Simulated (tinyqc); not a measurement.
# IGBT as a p-i-n diode in series with a MOS channel, on-state and switching loss: effect of the current density

High injection (n = p) in a drift layer from x = -W/2 (anode) to +W/2 (cathode side), recombination only in the layer with lifetime tau, ideal emitters. The channel feeds the cathode side and carries the whole current. Auger recombination, carrier-carrier scattering, emitter losses and the carrier dip under the p body are left out.

b = mn/mp, B = (b - 1)/(b + 1), La = sqrt(2 Vt mn mp tau/(mn + mp)), y = W/(2 La). n(x) = (tau J/(2 q La))[cosh(x/La)/sinh y - B sinh(x/La)/cosh y]. Vm = Vt [(8 b/(b + 1)^2)(sinh y/s) arctan(s sinh y) + B ln((1 + B tanh^2 y)/(1 - B tanh^2 y))], s = sqrt(1 - B^2 tanh^2 y); Vj = Vt ln(n(-W/2) n(W/2)/ni^2), ni = sqrt(Nc Nv) exp(-Eg/(2 Vt)), Eg in volts; Vc = J Rch; Von = Vm + Vj + Vc. Stored charge tau J, turn-off energy Eoff = ks tau J Vdc, loss at half duty 0.5 J Von + f Eoff. A unipolar device on the same layer has Vu = J (W/(q mn Nd) + Rch).

Values chosen for this exercise; material values close to those of silicon: temperature T = 300 K; band gap Eg = 1.1 eV; conduction-band density of states at T Nc = 2.75e19 cm^-3; valence-band density of states at T Nv = 2.7e19 cm^-3; electron mobility mn = 1400 cm^2/(V s); hole mobility mp = 480 cm^2/(V s); width of the drift layer W = 200 um; doping of the drift layer Nd = 3.5e13 cm^-3; high-injection lifetime tau = 2.9 us; channel and accumulation resistance Rch = 0.51 mohm cm^2; link voltage Vdc = 1200 V; turn-off energy per stored charge and link voltage ks = 0.07; switching frequency f = 1 kHz.

Constants: q = 1.602176634e-19 C, kB = 1.380649e-23 J/K, Vt = kB T/q. Results are converted to the units shown.

The same in every row: y = 1.366.

Results:
```
J (A/cm^2),Von (V),Vu (V),Eoff (mJ/cm^2),total loss (W/cm^2)
0.3,0.6156,0.7644,0.07308,0.1654
0.76,0.6639,1.937,0.1851,0.4374
1.9,0.7118,4.841,0.4628,1.139
12,0.8123,30.58,2.923,7.797
31,0.8710,78.99,7.552,21.05
78,0.9427,198.7,19.00,55.77
200,1.054,509.6,48.72,154.1
500,1.254,1274,121.8,435.3
```

Estimate the missing row, J = 4.8 A/cm^2.

Computed row:
```
J (A/cm^2),Von (V),Vu (V),Eoff (mJ/cm^2),total loss (W/cm^2)
4.8,0.7612,12.23,1.169,2.996
```

With this row back in the table: As J goes from 0.3 to 500 A/cm^2, Von rises from 0.616 to 1.25 V, Eoff rises from 0.0731 to 122 mJ/cm^2 and the total loss rises from 0.165 to 435 W/cm^2. Von is below Vu in 9 of the 9 rows. For J = 200 to 500 A/cm^2 the density at the anode passes 2e17 cm^-3, where Auger recombination and emitter losses matter.

Program tinyqc, `OMP_NUM_THREADS=1 python tinyqc.py 2590030 2590031 out.jsonl`; Intel Xeon 2.30GHz, shared host, one thread, about 0.01 s.
